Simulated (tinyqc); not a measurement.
RKS/PBE0 in the 3-21g basis, for H-, spin multiplicity 1, step by step. The basis has no diffuse functions, so it cannot describe the extra electron: this is an exercise in the method, not the real anion. One step of it, computed by the program tinyqc.

Problem. Iteration 1: building the Kohn-Sham matrix. J_ij = sum D_kl (ij|kl), K_ij = sum D_kl (ik|jl); F = H + J - 0.125 K + V_xc; E = tr D H + tr D J / 2 - 0.0625 tr D K + E_xc + E_nn.

D at the start:
```
          1H 1s     1H 2s
1H 1s  0.405176  0.583680
1H 2s  0.583680  0.840827
```

core Hamiltonian H = T + V (hartree):
```
           1H 1s      1H 2s
1H 1s  -0.171513  -0.489511
1H 2s  -0.489511  -0.408216
```

Two-electron integrals (ij|kl) in chemists' order, unique and non-zero (hartree):
```
(11|11) 1.140145   (21|11) 0.611403   (21|21) 0.345152   (22|11) 0.626370
(22|21) 0.380329   (22|22) 0.482957
```

nuclear repulsion = 0 hartree

V_xc (hartree):
```
           1H 1s      1H 2s
1H 1s  -0.477688  -0.256764
1H 2s  -0.256764  -0.250419
```

E_xc = sum of w rho eps_xc = -0.54685379 hartree

Give: Coulomb J; exchange K; Kohn-Sham matrix F; total energy of this density.

Solution.

Coulomb J (hartree):
```
        1H 1s   1H 2s
1H 1s  1.7024  0.9704
1H 2s  0.9704  1.1039
```

exchange K (hartree):
```
        1H 1s   1H 2s
1H 1s  1.4659  1.1346
1H 2s  1.1346  0.9899
```

Kohn-Sham matrix F (hartree):
```
        1H 1s   1H 2s
1H 1s  0.8699  0.0823
1H 2s  0.0823  0.3215
```

total energy of this density = -0.327568 hartree

This density is the starting one; it is not idempotent, so its energy is not variational and may lie below the converged one.
